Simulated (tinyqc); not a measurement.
From results back to parameters: five-level k.p model folded onto the conduction band. Four cases, with inputs chosen for the exercise.

Problem. The levels are known; the mass and the g factor at E = Eg are given. Find Ep and Ep2.

Second-order sums for the lowest conduction level at E: 1/m = 1 + Cm + (Ep/3)(2/E + 1/(E + Dso)) - (Ep2/3)(2/(E7 + D2 - E) + 1/(E7 - E)); g/2 = 1 + Cg - (Ep/3)(1/E - 1/(E + Dso)) - (Ep2/3)(1/(E7 - E) - 1/(E7 + D2 - E)). E is counted from the top of the valence band; E = Eg at the edge.

Case 1.

Values chosen (near those of InSb; shifted at random, so the results belong to these values and not to a real crystal): Eg = 0.235 eV (gap at Gamma to the s-like level); Dso = 0.805 eV (spin-orbit splitting); E7 = 3.18 eV (upper Gamma7 conduction level, from the valence top); D2 = 0.31 eV (its spin-orbit splitting, Gamma8 above Gamma7); Cm = -1 (remote term in 1/m); Cg = 0 (remote term in g/2).

m = 0.01383869 m0
g = -49.492931

Case 2.

Values chosen (near those of InP; shifted at random, so the results belong to these values and not to a real crystal): Eg = 1.446 eV (gap at Gamma to the s-like level); Dso = 0.11 eV (spin-orbit splitting); E7 = 4.58 eV (upper Gamma7 conduction level, from the valence top); D2 = 0.07 eV (its spin-orbit splitting, Gamma8 above Gamma7); Cm = -1.2 (remote term in 1/m); Cg = -0.02 (remote term in g/2).

m = 0.07635582 m0
g = 1.236938

Case 3.

Values chosen (near those of CdTe; shifted at random, so the results belong to these values and not to a real crystal): Eg = 1.596 eV (gap at Gamma to the s-like level); Dso = 0.916 eV (spin-orbit splitting); E7 = 5.19 eV (upper Gamma7 conduction level, from the valence top); D2 = 0.29 eV (its spin-orbit splitting, Gamma8 above Gamma7); Cm = -0.2 (remote term in 1/m); Cg = -0.02 (remote term in g/2).

m = 0.09561987 m0
g = -0.921590

Case 4.

Values chosen (near those of InAs; shifted at random, so the results belong to these values and not to a real crystal): Eg = 0.418 eV (gap at Gamma to the s-like level); Dso = 0.392 eV (spin-orbit splitting); E7 = 4.57 eV (upper Gamma7 conduction level, from the valence top); D2 = 0.17 eV (its spin-orbit splitting, Gamma8 above Gamma7); Cm = -1.3 (remote term in 1/m); Cg = 0 (remote term in g/2).

m = 0.02370573 m0
g = -14.777588

Find: coefficients of (Ep, Ep2); right-hand sides 1/m - 1 - Cm and 1 + Cg - g/2; Ep, Ep2.

Solution. Both sums are linear in Ep and Ep2, so two equations fix them.

Case 1.

coefficients of (Ep, Ep2) (1/eV):
```
         1         2
1  3.15739  -0.31800
2  1.09793   0.01078
```

right-hand sides 1/m - 1 - Cm and 1 + Cg - g/2: 72.2612  25.7465

Ep, Ep2 (eV): 23.40  5.10

Case 2.

coefficients of (Ep, Ep2) (1/eV):
```
         1         2
1  0.67527  -0.31443
2  0.01630   0.00232
```

right-hand sides 1/m - 1 - Cm and 1 + Cg - g/2: 13.2966  0.3615

Ep, Ep2 (eV): 21.60  4.10

Case 3.

coefficients of (Ep, Ep2) (1/eV):
```
         1         2
1  0.55041  -0.26439
2  0.07616   0.00692
```

right-hand sides 1/m - 1 - Cm and 1 + Cg - g/2: 9.6581  1.4408

Ep, Ep2 (eV): 18.70  2.40

Case 4.

coefficients of (Ep, Ep2) (1/eV):
```
         1         2
1  2.00642  -0.23453
2  0.38593   0.00316
```

right-hand sides 1/m - 1 - Cm and 1 + Cg - g/2: 42.4839  8.3888

Ep, Ep2 (eV): 21.70  4.50

Computed by tinyqc, one run a case: `OMP_NUM_THREADS=1 python tinyqc.py N N+1 out.jsonl` with N = 1051057, 1051083, 1051101, 1051168; one thread of a shared Intel(R) Xeon(R) Processor @ 2.30GHz, about 0.01 s a run at most.
